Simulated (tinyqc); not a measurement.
Signal and retention of a DRAM cell: effect of the bit-line capacitance.

A stored one starts at Vd and leaks: Cs dV/dt = -I(V), I = a sqrt((V + Vb)/(Vd + Vb)) + b, with a = Ig exp[-(Eg1 q/kB)(1/T - 1/T0)] (generation in a depletion layer) and b = Is exp[-(Es q/kB)(1/T - 1/T0)]. The bit line is precharged to Vd/2, and charge sharing gives the signal (V - Vd/2) Cs/(Cs + Cb).

The cell fails below Vc = Vd/2 + dm (Cs + Cb)/Cs. With s = sqrt((Vc + Vb)/(Vd + Vb)), the time from Vd to Vc is t = [2 Cs (Vd + Vb)/a] [1 - s - (b/a) ln((a + b)/(a s + b))]. This time is the median of a log-normal spread: failing cells = Nc erfc(z/sqrt 2)/2, z = ln(t/tr)/sg.

Parameters, values chosen for the exercise: array voltage Vd = 1.2 V; cell capacitance Cs = 19 fF; smallest signal that the sense amplifier resolves dm = 56 mV; built-in plus back-bias voltage of the storage junction Vb = 1.27 V; junction leakage at V = Vd and T0 Ig = 0.92 fA; voltage-independent leakage at T0 Is = 1.7 fA; activation energy of Is Es = 0.3 eV; reference temperature T0 = 358 K; temperature T = 368 K; deviation of ln(retention time) over the cells sg = 0.52; cells Nc = 4.29e9; refresh interval tr = 32 ms; activation energy of Ig Eg1 = 0.63 eV.

Constants: q = 1.602176634e-19 C, kB = 1.380649e-23 J/K. Results are converted to the units shown.

Effect of the bit-line capacitance:
```
Cb (fF)   Vc (V)  retention time (s)  failing cells
15       0.70021              2.5445      8.4061e-8
30       0.74442              2.3146      3.9109e-7
45       0.78863              2.0856      2.0422e-6
60       0.83284              1.8577      1.2238e-5
75       0.87705              1.6307      8.6678e-5
90       0.92126              1.4046      7.5586e-4
105      0.96547              1.1795      0.0086055
120       1.0097             0.95528        0.13987
```

What does the comparison show?

Vc rises by dm/Cs = 2.95 mV for each fF, and the retention time falls from 2.54 to 0.955 s; the margin is gone at Cb = 185 fF.

Range of the model: Real arrays also hold a tail of unusually leaky cells and cells whose retention varies in time, which this model lacks.

Computed by the program tinyqc: `OMP_NUM_THREADS=1 python tinyqc.py 2130113 2130114 out.jsonl`, one thread of a shared Intel Xeon 2.30GHz, about 0.01 s for the whole run.
